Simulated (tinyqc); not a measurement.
Capillary instabilities by surface diffusion: grooving and agglomeration of films, edge retraction, wire break-up and smoothing of roughness: one step, computed by the program tinyqc. Command: `OMP_NUM_THREADS=1 python tinyqc.py 3012983 3012984 out.jsonl dewet walk`. One thread of a shared host (Intel(R) Xeon(R) Processor @ 2.30GHz), about 0.01 s of CPU time with the checks.

Isotropic surface energy; shapes change by surface diffusion alone.

Question. The Mullins constant. B = D_s nu gamma_s Omega^2/(k_B T), D_s = D0 exp(-Q/(k_B T)).

Inputs (values chosen for the exercise, of the order of those of a copper film):
```
quantity                  value        unit
surface energy gamma_s     1.68       J/m^2
atomic volume Omega        11.8  angstrom^3
surface sites nu             12      1/nm^2
prefactor D0            1.4e-06       m^2/s
activation energy Q        1.02          eV
temperature T               984           K
time t                       67           s
```

Constants: k_B = 8.617333262e-05 eV/K; k_B = 1.380649e-23 J/K.

Give: D_s; B; length (B t)^(1/4).

Answer.

D_s = 8.355e-12 m^2/s

B = 1.726e+06 nm^4/s

length (B t)^(1/4) = 103.7 nm

Lengths grow as t^(1/4): doubling one takes 16 times as long, or roughly 330 K more.
